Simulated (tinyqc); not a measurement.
Sweep of alpha: linear model of a band gap against the share of exact exchange.

E(alpha) = E0 + S alpha. A wider gap screens less, modelled in the Penn form eps(alpha) = 1 + (e0 - 1)(EP/(EP + S alpha))^2 with a scale EP chosen for the exercise. A dielectric-dependent hybrid takes alpha = 1/eps.

Parameters, chosen for this exercise (of the order of those of SiO2; not measured data):
```
symbol  value  unit  meaning
E0      5.47   eV    gap of the semi-local functional
S       9.5    eV    slope dE/d(alpha)
e0      2.46         optical dielectric constant at alpha = 0
EP      30.1   eV    energy scale of the screening
Et      9      eV    target gap
```

Also the exciton scale relative to alpha = 0, (m/m(0))(eps(0)/eps)^2, with a mass proportional to E + D, D = E0/2 + 0.3 eV, a k.p rule for direct gaps only.

Results:
```
alpha  E (eV)    eps  alpha eps  exciton scale
0.00    5.470  2.460      0.000           1.00
0.05    5.945  2.415      0.121           1.10
0.10    6.420  2.372      0.237           1.20
0.15    6.895  2.331      0.350           1.30
0.20    7.370  2.292      0.458           1.41
0.25    7.845  2.254      0.564           1.52
0.35    8.795  2.184      0.764           1.76
0.50   10.220  2.089      1.045           2.16
```

alpha eps reaches 1 between alpha = 0.35 and 0.5 (fixed point 0.475), and the target gap is met between 0.35 and 0.5. At the fixed point the gap is 9.99 eV, +0.99 eV from the target. From 0 to 0.25 the gap grows by 2.38 eV while eps falls by 8 %; the exciton scale, which takes both, grows by a factor of 1.52.

Program tinyqc; command `OMP_NUM_THREADS=1 python tinyqc.py 1880706 1880707 out.jsonl`; about 0.01 s on one thread of a shared Intel(R) Xeon(R) Processor @ 2.30GHz.
